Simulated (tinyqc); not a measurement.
# Fully depleted semiconductor-on-insulator film with two gates, non-linear Poisson equation by Newton steps: what changes with what

One dimension across the film, front interface at x = 0, back interface at x = ts. psi is counted from the intrinsic level, n = ni exp(psi/Vt) (source grounded), holes neglected, acceptors ionised. Gates act through Cox = eps0 eox/tox and Cbox = 3.9 eps0/tb with potentials G1 = Vg - (phiM - chi - Vt ln(Nc/ni)) and G2 = Vb - (phiB - chi - Vt ln(Nc/ni)). Classical Boltzmann densities, no interface charge, no depletion in the back plane.

Inputs (values chosen for the exercise); band and dielectric values close to those of silicon:
- T = 250 K (temperature)
- Eg = 1.11 eV (band gap)
- eps_r = 11.5 (relative permittivity)
- Nc = 2.13e19 cm^-3 (conduction-band density of states at T)
- Nv = 2.04e19 cm^-3 (valence-band density of states at T)
- chi = 4.06 eV (electron affinity)
- eox = 3.9 (relative permittivity of the gate insulator (close to silicon dioxide))
- tox = 1.7 nm (insulator thickness)
- ts = 12 nm (film thickness)
- tb = 15 nm (buried-oxide thickness (eps_r 3.9))
- Na = 1e15 cm^-3 (acceptor density of the film)
- phiM = 4.53 eV (work function of the front gate)
- phiB = 4.56 eV (work function of the back plane)
- Vb = 1.4 V (back-gate voltage)

Constants: q = 1.602176634e-19 C, kB = 1.380649e-23 J/K, Vt = kB T/q, eps0 = 8.8541878128e-14 F/cm where lengths are in cm. Results are converted to the units shown.

Each table varies one quantity; the others keep the values above.

## Charge against front-gate voltage

ni = sqrt(Nc Nv) exp(-Eg/(2 Vt)), Eg in volts. The Poisson equation eps0 eps_r d2psi/dx2 = q (n + Na), with -eps0 eps_r dpsi/dx = Cox (G1 - psi) at x = 0 and eps0 eps_r dpsi/dx = Cbox (G2 - psi) at x = ts, is solved on 300 equal intervals with half boxes at both ends; N_inv is the trapezoid sum of n. Swing = ln 10/(d ln N_inv/dVg); the last column is (dN_inv/dVb)/(dN_inv/dVg).

Charge against front-gate voltage:
```
Vg (V)	psi front (V)	psi back (V)	N_inv (cm^-2)	centroid/ts	swing (mV/decade)	q dN_inv/dVg over Cox	back/front leverage
-0.34	-0.115	0.220	2.88e5	0.936	67.5	7.76e-7	0.361
-0.19	0.0231	0.329	4.82e7	0.930	67.4	1.30e-4	0.359
-0.04	0.160	0.436	7.65e9	0.922	71.5	0.0194	0.356
0.11	0.285	0.505	2.24e11	0.905	188	0.216	0.347
0.26	0.392	0.525	7.40e11	0.854	419	0.321	0.309
0.41	0.481	0.531	1.51e12	0.704	531	0.516	0.206
0.56	0.535	0.533	2.72e12	0.490	666	0.743	0.146
0.71	0.565	0.533	4.25e12	0.350	911	0.847	0.128
0.86	0.583	0.533	5.91e12	0.269	1.20e3	0.895	0.122
```

N_inv passes 1e11 cm^-2 at Vg = 0.0572 V. The swing starts at 67.5 mV a decade, against (1 + k) Vt ln 10 = 54.0 for a front channel with k = Cs Cbox/(Cox (Cs + Cbox)) = 0.0891, Cs = eps0 eps_r/ts; above threshold this column is no longer a subthreshold swing. The centroid falls from 0.936 to 0.269 of ts and the leverage of the back gate falls from 0.361 to 0.122. For Vg = 0.41, 0.56, 0.71, 0.86 the density at an interface exceeds 0.3 Nc, where Boltzmann statistics fail. For Vg = -0.34, -0.19, -0.04, 0.11, 0.26 the classical centroid lies within 3 nm of an interface, where confinement, left out, would push it away.

## Threshold and coupling against the buried-oxide thickness

VT is the Vg for N_inv = 1e11 cm^-2; -dVT/dVb from the linearised equation. Limits with Cs = eps0 eps_r/ts: front channel Cs Cbox/(Cox (Cs + Cbox)), back channel Cbox (Cox + Cs)/(Cox Cs). Swing at N_inv = 1e8 cm^-2.

Threshold and coupling against the buried-oxide thickness:
```
tb (nm)	VT (V)	centroid/ts at VT	-dVT/dVb	front-channel limit	back-channel limit	swing (mV/decade)
6	-0.461	0.966	0.917	0.169	0.962	95.5
9.9	-0.119	0.943	0.546	0.122	0.583	77.1
16	0.0784	0.907	0.328	0.0847	0.361	66.3
27	0.205	0.841	0.183	0.0547	0.214	59.1
45	0.275	0.748	0.101	0.0346	0.128	55.0
73	0.312	0.659	0.0570	0.0221	0.0790	52.7
120	0.333	0.588	0.0324	0.0137	0.0481	51.4
200	0.346	0.540	0.0186	0.00833	0.0288	50.6
```

As tb goes from 6 to 200, VT rises from -0.461 to 0.346 V, the centroid falls from 0.966 to 0.540 of ts and -dVT/dVb falls from 0.917 to 0.0186. The coupling covers 94.3 % of the way from the front-channel to the back-channel limit in the first row and 50.0 % in the last.

tinyqc, about 0.6 s, one thread, Intel Xeon 2.30GHz (shared host): `OMP_NUM_THREADS=1 python tinyqc.py 2190103 2190104 out.jsonl`
